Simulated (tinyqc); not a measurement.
What moves the results: exchange-split free-electron bands and tunnelling magnetoresistance. A value that a table varies takes the place of the one given here.

Majority and minority bands E = c k^2/m -/+ Dx/2, c = hbar^2/2m0, so k_up = sqrt(m (EF + Dx/2)/c), k_dn = sqrt(m (EF - Dx/2)/c); n_s = k_s^3/(6 pi^2), D_s = m k_s/(4 pi^2 c).

Barrier: kappa = sqrt(mb phi/c), c = hbar^2/2m0. With a = k1/m, b = k2/m, w = kappa/mb, the transmission at normal incidence is T(k1, k2) = 4 a b w^2/[w^2 (a + b)^2 + (w^2 + a^2)(w^2 + b^2) sinh^2(kappa d)]. Parallel: G_P = T(up, up) + T(dn, dn); antiparallel: G_AP = 2 T(up, dn); TMR = (G_P - G_AP)/G_AP. Julliere: TMR = 2 P^2/(1 - P^2). Slonczewski factor: P_eff = P_k (w^2 - a_up a_dn)/(w^2 + a_up a_dn), P_k = (k_up - k_dn)/(k_up + k_dn).

Constants: hbar^2/2m0 = 3.80998211 eV angstrom^2.

Inputs chosen for the exercise: EF = 5.46 eV (Fermi energy above the mean band bottom); Dx = 2.6 eV (exchange splitting); m = 1.19 m0 (mass in the electrodes); mb = 0.36 m0 (mass in the barrier); d = 14.9 angstrom (barrier thickness); phi = 0.97 eV (barrier height above EF).

## Barrier height

Results:
```
phi (eV)  w (1/angstrom)    P_eff  TMR (%)       G_P
0.20               0.382  -0.0940     1.68    0.0534
0.40               0.540  -0.0726     1.05    0.0156
0.70               0.714  -0.0474     0.45   0.00315
1.0                0.854  -0.0280     0.16  0.000786
1.5                1.046  -0.0041     0.00  0.000106
2.0                1.208   0.0133     0.04  1.84e-05
3.0                1.479   0.0366     0.27  9.25e-07
4.0                1.708   0.0516     0.53  7.18e-08
6.0                2.092   0.0698     0.98  9.59e-10
10                 2.700   0.0874     1.54  1.01e-12
```

P_eff vanishes where w^2 = a_up a_dn, at phi = 1.60 eV, inside the table; the lowest TMR listed is 0.00 % at 1.5 eV. TMR is 1.7 % at the lowest barrier and 1.5 % at the highest, against 3.0 % for Julliere with P_k; P_eff tends to +P_k for very high barriers and to -P_k for very low ones. G_P falls by 10.7 decades.

## Barrier thickness

Results:
```
d (angstrom)  kappa d       G_P      G_AP  TMR (%)
1               0.303      1.81      1.79     1.33
2               0.605      1.38      1.37     1.00
3               0.908     0.924     0.918     0.69
4               1.211     0.568     0.565     0.48
6               1.816     0.188     0.187     0.27
8               2.422    0.0577    0.0576     0.20
10              3.027    0.0174    0.0173     0.19
13              3.936   0.00283   0.00283     0.18
16              4.844  0.000461  0.000460     0.18
20              6.055  4.09e-05  4.08e-05     0.18
```

For thick barriers each angstrom costs a factor exp(2 kappa) = 1.83 in both conductances, and TMR settles at 0.18 % (the interface factor, which vanishes at (kappa/mb)^2 = k_up k_dn/m^2, reduces it below the value from the polarisation of k alone); it is within 0.1 point of that from d = 6 angstrom on. At 1 angstrom it is 1.33 %, where the barrier is thin and the mismatch of k_up and k_dn starts to rule, as it does fully for d -> 0.

## Exchange splitting

Dx takes the listed multiples of 2 EF.

Results:
```
Dx/(2 EF)    k_up    k_dn     P_k    P_eff  TMR (%)
0.10       1.3696  1.2389  0.0501  -0.0129     0.03
0.20       1.4305  1.1680  0.1010  -0.0253     0.13
0.35       1.5173  1.0528  0.1807  -0.0414     0.35
0.50       1.5994  0.9234  0.2679  -0.0514     0.53
0.65       1.6775  0.7726  0.3693  -0.0473     0.46
0.80       1.7520  0.5840  0.5000  -0.0054     0.02
0.90       1.8001  0.4130  0.6268   0.0927     1.75
0.97       1.8329  0.2262  0.7803   0.3234    23.38
```

P_k rises from 0.050 to 0.780, and TMR goes from 0.03 % to 23.4 %, not steadily: its largest value is 23.38 % at 0.97 and its smallest 0.02 % at 0.8; P_eff changes sign along the table. At Dx = 2 EF the minority band is empty (a half metal) and G_AP vanishes.

## What moves the magnetoresistance

All results formed anew. Each row changes one parameter from the base and keeps the others.

Results:
```
case                  P_k    P_eff  TMR (%)       G_P
base               0.1208  -0.0298     0.18  0.000896
Dx = 2.73 eV       0.1270  -0.0311     0.19  0.000896
EF = 6.006 eV      0.1095  -0.0321     0.21  0.000875
phi = 1.261 eV     0.1208  -0.0145     0.04  0.000265
mb = 0.288 m0      0.1208  -0.0168     0.06   0.00242
d = 16.9 angstrom  0.1208  -0.0298     0.18  0.000267
m = 1.428 m0       0.1208  -0.0192     0.07  0.000929
```

The largest shifts from the base row, up to three for each result and ties (the steps differ in size, so this ranks the rows, not the parameters). P_k: EF -0.0113, Dx +0.0062; unchanged at the printed digits by phi, mb, d and m. P_eff: phi +0.0153, mb +0.0130, m +0.0106; unchanged at the printed digits by d. TMR (%): phi -0.14, mb -0.12, m -0.10; unchanged at the printed digits by d. G_P: mb +0.00152, phi -0.000631, d -0.000629; unchanged at the printed digits by Dx.

Program tinyqc; command `OMP_NUM_THREADS=1 python tinyqc.py 1682288 1682289 out.jsonl`; about 0.01 s on one thread of a shared Intel(R) Xeon(R) Processor @ 2.30GHz.
